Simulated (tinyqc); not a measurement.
# Changing the satellite-valley mobility mu2

Model: two-valley model of the transferred-electron effect. Computed by tinyqc, a small Python program. Command: `OMP_NUM_THREADS=1 python tinyqc.py 3015709 3015710 out.jsonl gunn sweep`. One thread of a shared host (Intel(R) Xeon(R) Processor @ 2.30GHz), about 0.02 s of CPU time with the checks.

Both kinds of valley share one electron temperature T_e, and each has a constant mobility.

Inputs (values chosen for the exercise, for a model semiconductor):
```
quantity                      value        unit
central-valley mass m1        0.041         m_0
satellite-valley mass m2        0.3         m_0
satellite valleys Z               4           -
valley separation dE            0.8          eV
central-valley mobility mu1   11000  cm^2/(V s)
energy relaxation time tau_E   0.23          ps
lattice temperature T           200           K
```

Solver: damped fixed point.

Constants: k_B = 8.617333262e-05 eV/K.

Method. Density-of-states ratio R = Z (m2/m1)^(3/2); n2/n1 = R exp(-dE/(k_B T_e)); mean mobility mu = (mu1 + mu2 n2/n1)/(1 + n2/n1); energy balance e mu F^2 = (3/2) k_B (T_e - T)/tau_E; v = mu F. Using T_e as the parameter, F(T_e) = sqrt(3 k_B (T_e - T)/(2 e mu tau_E)) and v = mu F; find the first maximum and the next minimum of v, and the most negative dv/dF between them.

One run for each value; columns: (1) satellite-valley mobility mu2 (cm^2/(V s)); (2) peak-to-valley ratio; (3) threshold field (kV/cm); (4) most negative differential mobility (cm^2/(V s)); (5) valley velocity (1e7 cm/s):
```
(1)     (2)    (3)    (4)    (5)
110   1.741   9.50  -1785  4.807
170   1.668   9.51  -1766  5.021
410   1.476   9.57  -1688  5.688
640   1.365   9.63  -1608  6.168
980   1.257   9.72  -1480  6.729
1500  1.153   9.89  -1260  7.387
2400  1.054  10.30   -803  8.202
```

Give the missing row, satellite-valley mobility mu2 (cm^2/(V s)) = 260.

Computed row; columns: (1) satellite-valley mobility mu2 (cm^2/(V s)); (2) peak-to-valley ratio; (3) threshold field (kV/cm); (4) most negative differential mobility (cm^2/(V s)); (5) valley velocity (1e7 cm/s):
```
(1)    (2)   (3)    (4)    (5)
260  1.582  9.53  -1737  5.300
```

Interpolating between the two neighbouring rows (the first column on a logarithmic scale, the others too where they are positive) misses most in valley velocity (1e7 cm/s), by 0.62 %. Over the rows, peak-to-valley ratio falls from 1.74 to 1.05 (exponent d ln y / d ln x -0.099 between the first rows and -0.19 between the last); threshold field (kV/cm) rises from 9.50 to 10.3 (exponent d ln y / d ln x 0.0033 between the first rows and 0.086 between the last); most negative differential mobility (cm^2/(V s)) rises from -1790 to -803 (exponent d ln y / d ln x -0.024 between the first rows and -0.96 between the last).  Left out: 3700 (no negative differential mobility).

Extremes, crossings and ranges named in words are read from the listed rows.
